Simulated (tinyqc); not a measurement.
Interface traps by the conductance method, one level: one step of the calculation.

MOS capacitor on an n-type substrate; psi is the band bending, negative in depletion; only majority carriers are counted. The traps exchange electrons with the conduction band; their admittance lies in parallel with Cd, and that pair in series with Cox and Rs. w = 2 pi f.

Task. Extraction from the readings. Ignoring Rs: Gp/w = w Cox^2 Gm/[Gm^2 + w^2 (Cox - Cm)^2].

Cox = 1190.7356 nF/cm^2
Cm = 46.182965 nF/cm^2
Gm/w = 4.5596549 nF/cm^2

Give: extracted Gp/w.

Result.

extracted Gp/w = 4.9350 nF/cm^2

Computed by the program tinyqc: `OMP_NUM_THREADS=1 python tinyqc.py 2030076 2030077 out.jsonl`, one thread of a shared Intel Xeon 2.30GHz, about 0.01 s for the whole run.
